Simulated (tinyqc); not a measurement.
p-n diode with diffusion and depletion-layer recombination: one step of the calculation.

Abrupt junction in the depletion approximation, low injection, full ionisation, neutral widths fixed, ohmic contact on the p side. Vj is the junction voltage; where a series resistance Rs is given, V = Vj + J Rs is the terminal voltage.

Question. Diffusion lengths and saturation currents. ni = sqrt(Nc Nv) exp(-Eg/(2 Vt)), Eg in volts; D = mu Vt; Ln = sqrt(Dn tn), Lp = sqrt(Dp tp); J0n = q ni^2 Dn coth(wp/Ln)/(Ln Na); J0p = (q ni^2 Dp/(Lp Nd)) (s + tanh(wn/Lp))/(1 + s tanh(wn/Lp)), s = Sp Lp/Dp.

Parameters, values chosen for the exercise; band and dielectric values close to those of silicon: temperature T = 300 K; band gap Eg = 1.13 eV; conduction-band density of states at T Nc = 2.82e19 cm^-3; valence-band density of states at T Nv = 2.69e19 cm^-3; acceptor density Na = 3.3e16 cm^-3; donor density Nd = 3.9e15 cm^-3; electron mobility in the p side mun = 800 cm^2/(V s); hole mobility in the n side mup = 460 cm^2/(V s); electron lifetime tn = 2e-8 s; hole lifetime tp = 9e-6 s; neutral width of the p side wp = 2.9 um; neutral width of the n side wn = 7.7 um; recombination velocity at the n contact Sp = 1e7 cm/s.

Constants: q = 1.602176634e-19 C, kB = 1.380649e-23 J/K, Vt = kB T/q. Results are converted to the units shown.

Find: ni; Ln; Lp; J0n; J0p.

Answer.

ni = 8.8801e9 cm^-3
Ln = 6.4314 um
Lp = 103.45 um
J0n = 2.9129e-11 A/cm^2
J0p = 5.0047e-11 A/cm^2

wp/Ln = 0.45 and wn/Lp = 0.074; holes carry 63.2 % of the diffusion current.

tinyqc, about 0.01 s, one thread, Intel Xeon 2.30GHz (shared host): `OMP_NUM_THREADS=1 python tinyqc.py 2260153 2260154 out.jsonl`
